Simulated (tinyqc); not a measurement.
Inside a calculation: fitting sp3s* parameters to three gaps by Newton steps. Values are carried at full precision from step to step, so a last printed digit may differ when a step is redone from the rounded ones.

sp3s* tight binding, nearest neighbours only: anion (a) at 0, cation (c) at a/4 (1,1,1), orbitals s, px, py, pz, s* on each; k in units of 2 pi/a. With phases e_j = exp(i (pi/2) k.n_j) for n = (1,1,1), (1,-1,-1), (-1,1,-1), (-1,-1,1): g0 = (e1+e2+e3+e4)/4, g1 = (e1+e2-e3-e4)/4, g2 = (e1-e2+e3-e4)/4, g3 = (e1-e2-e3+e4)/4. The diagonal holds the levels Esa, Epa, Exa (s*) and Esc, Epc, Exc. Anion-cation block: <sa|sc> = Vss g0; <sa|xc> = Vsapc g1; <xa|sc> = -Vscpa g1; <xa|xc> = Vxx g0; <xa|yc> = <ya|xc> = Vxy g3, <xa|zc> = <za|xc> = Vxy g2, <ya|zc> = <za|yc> = Vxy g1; <s*a|xc> = Vxapc g1; <xa|s*c> = -Vpaxc g1; y and z take g2 and g3 in place of g1; s-s* and s*-s* vanish.

Gaps are level 5 at Gamma, X = (1,0,0) and L = (1/2,1/2,1/2) less level 4 at Gamma; no spin-orbit coupling. Free parameters: Vss, Exa and Exc. H is linear in them, so by Hellmann-Feynman J_ij = <u|dH/dp_j|u> for level 5 at point i less the same for level 4 at Gamma. Newton: p(new) = p + J^-1 (target - gaps); stop when all misses are below 1e-7 eV.

Values chosen for the exercise (out of a larger set: near a published set for InAs, fitted to gaps, whose masses and valley positions are rough; not measured data): p = (-9.605, 0.91, -2.746, 3.678, 7.482, 6.666, -5.672, 1.819, 4.434, 3.042, 5.392, 3.365, 3.886) eV (start, order Esa, Epa, Esc, Epc, Exa, Exc, Vss, Vxx, Vxy, Vsapc, Vscpa, Vxapc, Vpaxc); tg = (0.376, 2.2526, 1.3188) eV (target gaps at Gamma, X, L).

## Gaps of the starting set

Compute the gaps and the misses.

gaps (eV): Gamma 0.4444, X 2.2716, L 1.3472

target less gap (eV): Gamma -0.0684, X -0.0190, L -0.0284

## The Jacobian

Form J and its singular values.

J, rows Gamma, X, L; columns Vss, Exa, Exc:
$$\begin{pmatrix}
-0.8557 & 0.0000 & 0.0000 \\
0.0000 & 0.2820 & 0.0000 \\
-0.1759 & 0.0670 & 0.0521
\end{pmatrix}$$

singular values: [0.8738, 0.2897, 0.0497]

The gap at Gamma answers to Vss. The condition number is 17.6.

## The first Newton step

Solve J dp = target less gap; the columns of J are Vss, Exa and Exc.

dp (eV): Vss 0.080, Exa -0.067, Exc -0.189

## The iteration

Repeat with J formed anew.

Newton steps (eV):
```
i      Vss     Exa     Exc   Gamma       X       L  largest miss
0  -5.6720  7.4820  6.6660  0.4444  2.2716  1.3472         0.068
1  -5.5921  7.4147  6.4773  0.3761  2.2525  1.3185       0.00028
2  -5.5920  7.4151  6.4823  0.3760  2.2526  1.3188       2.5e-07
3  -5.5920  7.4151  6.4823  0.3760  2.2526  1.3188       2.1e-13
```

Converged in 3 steps; the miss goes 0.068, 0.00028, 2.5e-07, 2.1e-13, about squaring each time once it is small. The largest change is 0.184 eV in Exc, for a first miss of 0.068 eV.

## Checks

- J by Hellmann-Feynman against central differences: largest difference 3.2e-10.

(tinyqc, `OMP_NUM_THREADS=1 python tinyqc.py 1451620 1451621 out.jsonl`, Intel(R) Xeon(R) Processor @ 2.30GHz, 1 thread, shared host, about 0.1 s.)
